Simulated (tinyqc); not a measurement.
Lossy package transmission line with skin effect: effect of the length.

A uniform line in a homogeneous dielectric: c = sqrt(er)/(c0 Z0), l = Z0 sqrt(er)/c0 (c0 = 299792458 m/s), g = w c td, w = 2 pi f. The resistance joins its limits as r = sqrt(r_dc^2 + r_hf^2), with r_dc = rho/(wd th), r_hf = kr rho/(2 delta (wd + th)), delta = sqrt(rho/(pi f mu0)), mu0 = 4 pi 1e-7 H/m; this is an interpolation, and internal inductance, up to 0.05 nH/mm at low frequency, is neglected.

gamma = sqrt((r + i w l)(g + i w c)) = alpha + i beta, Zc = sqrt((r + i w l)/(g + i w c)), roots with positive real part; loss 8.685889638 alpha in dB; phase velocity w/beta. ZL = 1/(1/RL + i w CL); reflection (ZL - Zc)/(ZL + Zc); Zin = Zc (ZL + Zc tanh(gamma len))/(Zc + ZL tanh(gamma len)); H = V_load/V_source = [Zin/(Zin + Rg)]/[cosh(gamma len) + (Zc/ZL) sinh(gamma len)].

Values chosen for this exercise:

| symbol | value | unit | meaning |
|---|---|---|---|
| wd | 27 | um | width of the strip |
| th | 8.4 | um | thickness of the strip |
| rho | 2.9 | uohm cm | resistivity |
| er | 3 |  | relative permittivity |
| td | 0.02 |  | loss tangent |
| Z0 | 50 | ohm | lossless impedance sqrt(l/c) |
| kr | 1.2 |  | factor for crowding and the return path |
| Rg | 50 | ohm | source resistance |
| RL | 1e5 | ohm | load resistance |
| CL | 0 | fF | load capacitance |
| f | 3.8 | GHz | frequency |

The same in every row: r (ohm/mm) = 0.3759; r/(w l) = 0.05451; loss (dB/mm) = 0.04463; |Zc| (ohm) = 50.03; phase velocity over c0 = 0.5773.

Result of one run:
```
length in wavelengths,|H| (dB)
0.02152,-0.02815
```

Which length len gave this result: 0.56, 0.98, 1.7, 5.2 or 9.2 mm?

len = 0.98 mm.

The whole series:
```
len (mm),length in wavelengths,|H| (dB)
0.56,0.01230,-0.01784
0.98,0.02152,-0.02815
1.7,0.03733,-0.04655
3,0.06587,-0.08357
5.2,0.1142,-0.1632
9.2,0.2020,-0.3712
16,0.3513,-0.7750
28,0.6148,-1.195
```

As len goes from 0.56 to 28, the loss stays at 0.0446 dB/mm, |Zc| stays at 50.0 ohm and |H| goes from -0.0178 to -1.20 dB, with its highest value among the rows, -0.0178 dB, at len = 0.56.

tinyqc, about 0.01 s, one thread, Intel Xeon 2.30GHz (shared host): `OMP_NUM_THREADS=1 python tinyqc.py 2810231 2810232 out.jsonl`
